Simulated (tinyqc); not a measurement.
# Gate-all-around wire, scale length and short-channel effects: what changes with what

A round wire of diameter ts in an insulator shell of thickness ti under a surrounding gate. Below threshold the potential that source and drain add obeys Laplace's equation and vanishes on the gate. Its lowest mode decays along the channel as exp(-k y); k is the smallest positive root of the matching condition at the interface, and the scale length is Lambda = pi/k.

Parameters, values chosen for the exercise; permittivities: semiconductor made up, insulator close to that of aluminium oxide: temperature T = 300 K; relative permittivity of the semiconductor eps_r = 12.6; relative permittivity of the insulator ei = 8.99; insulator thickness ti = 1.8 nm; wire diameter ts = 6.1 nm; channel length L = 14 nm; potential of the source Vbi = 0.99 V; potential of the barrier top at threshold sT = 0.49 V; drain voltage Vds = 1 V.

Constants: q = 1.602176634e-19 C, kB = 1.380649e-23 J/K, Vt = kB T/q. Results are converted to the units shown.

Each table varies one quantity; the others keep the values above.

## Effect of the relative permittivity of the insulator

k is the smallest positive root of f(k) = ei J0(u)[J1(u) Y0(v) - Y1(u) J0(v)] - eps_r J1(u)[J0(u) Y0(v) - Y0(u) J0(v)], u = k ts/2, v = u + k ti. Along the channel psi(y) = s + a exp(y/l) + b exp(-y/l) with psi(0) = Vbi, psi(L) = Vbi + Vds and l = 1/k = Lambda/pi; with A = Vbi - s, B = A + Vds, x = exp(-L/l): a = (B - A x) x/(1 - x^2), b = (A - B x)/(1 - x^2). The minimum is s + 2 sqrt(a b), at y = (l/2) ln(b/a). The long-channel potential follows the gate as s = sT + (Vg - VTL)/m, and the threshold VT is the gate voltage at which the minimum equals sT. Swing = m Vt ln 10/g at threshold, g = d(minimum)/ds = 1 - (b x + a)/((1 + x) sqrt(a b)). DIBL = [VT(0.05 V) - VT(Vds)]/(Vds - 0.05 V). sT and Vbi are held fixed; m = 1.

Results:
```
ei,Lambda (nm),L/Lambda,VT - VTL at Vds (mV),DIBL (mV/V),swing (mV/decade)
3.9,9.3958,1.4900,-209.24,90.085,75.384
8.5,7.1187,1.9667,-87.694,37.119,66.321
12,6.4221,2.1800,-60.849,25.627,64.272
18,5.7864,2.4195,-40.788,17.106,62.724
27,5.3077,2.6377,-28.519,11.927,61.770
40,4.9593,2.8230,-21.119,8.8171,61.191
```

Estimate the missing row, ei = 5.7.

Computed row:
```
ei,Lambda (nm),L/Lambda,VT - VTL at Vds (mV),DIBL (mV/V),swing (mV/decade)
5.7,8.1484,1.7181,-136.41,58.190,69.990
```

With this row back in the table: As ei goes from 3.9 to 40, Lambda falls from 9.40 to 4.96 nm, DIBL falls from 90.1 to 8.82 mV/V and the swing falls from 75.4 to 61.2 mV a decade. On average Lambda goes as ei^(-0.27). At ei = 3.9 L is under 1.5 Lambda, where higher modes, left out of the one-mode potential, count.

## Effect of the channel length

Same model as above.

The same in every row: Lambda (nm) = 6.9943.

Results:
```
L (nm),L/Lambda,VT - VTL at Vds = 0.05 V (mV),VT - VTL at Vds (mV),DIBL (mV/V),swing (mV/decade)
7.7,1.1009,-275.07,-472.11,207.41,94.334
9.2,1.3154,-174.23,-296.55,128.76,81.748
11,1.5727,-105.83,-178.63,76.634,73.129
13,1.8587,-63.237,-105.99,45.004,67.706
16,2.2876,-30.507,-50.783,21.344,63.497
19,2.7165,-15.129,-25.090,10.485,61.502
26,3.7173,-3.0714,-5.0767,2.1109,59.929
31,4.4322,-0.99529,-1.6441,0.68300,59.657
```

Estimate the missing row, L = 22 nm.

Computed row:
```
L (nm),L/Lambda,VT - VTL at Vds = 0.05 V (mV),VT - VTL at Vds (mV),DIBL (mV/V),swing (mV/decade)
22,3.1454,-7.6063,-12.589,5.2445,60.522
```

With this row back in the table: From L = 7.7 to 31 nm, DIBL falls from 207 to 0.683 mV/V and the swing falls from 94.3 to 59.7 mV a decade (long-channel value 59.5). Between the last two rows the threshold shift at Vds decays with a length of 4.43 nm, against 2 Lambda/pi = 4.45 nm for a shift that goes as exp(-pi L/(2 Lambda)). DIBL first drops below 100 mV/V at L = 11 nm among the rows, L/Lambda = 1.6. For L = 7.7 to 9.2 nm L is under 1.5 Lambda, where higher modes, left out of the one-mode potential, count.

## A higher permittivity at fixed equivalent oxide thickness

Same model as above.

The equivalent oxide thickness 3.9 ti/ei is held at 0.78 nm, so ti = 0.78 ei/3.9 nm.

Result of one run:
```
ei,ti (nm),Lambda (nm),L/Lambda,DIBL (mV/V),swing (mV/decade)
35,7.000,11.95,1.171,176.3,89.40
```

What becomes of these results when the relative permittivity of the insulator ei is changed from 35 to 3.9, all else the same?

Result of the changed run:
```
ei,ti (nm),Lambda (nm),L/Lambda,DIBL (mV/V),swing (mV/decade)
3.9,0.7800,6.901,2.029,33.29,65.64
```

The whole series:
```
ei,ti (nm),Lambda (nm),L/Lambda,DIBL (mV/V),swing (mV/decade)
3.9,0.7800,6.901,2.029,33.29,65.64
5,1.000,6.889,2.032,33.09,65.61
7.5,1.500,6.927,2.021,33.74,65.72
10,2.000,7.053,1.985,35.93,66.11
15,3.000,7.567,1.850,45.70,67.83
20,4.000,8.406,1.666,64.21,71.02
25,5.000,9.476,1.477,92.36,75.76
35,7.000,11.95,1.171,176.3,89.40
```

As ei goes from 3.9 to 35, Lambda goes from 6.90 through a minimum of 6.89 (at ei = 5 among the rows listed) to 12.0 nm, DIBL goes from 33.3 through a minimum of 33.1 (at ei = 5 among the rows listed) to 176 mV/V and the swing rises from 65.6 to 89.4 mV a decade. For ei = 25 to 35 L is under 1.5 Lambda, where higher modes, left out of the one-mode potential, count.

tinyqc, about 0.01 s, one thread, Intel Xeon 2.30GHz (shared host): `OMP_NUM_THREADS=1 python tinyqc.py 2420028 2420029 out.jsonl`
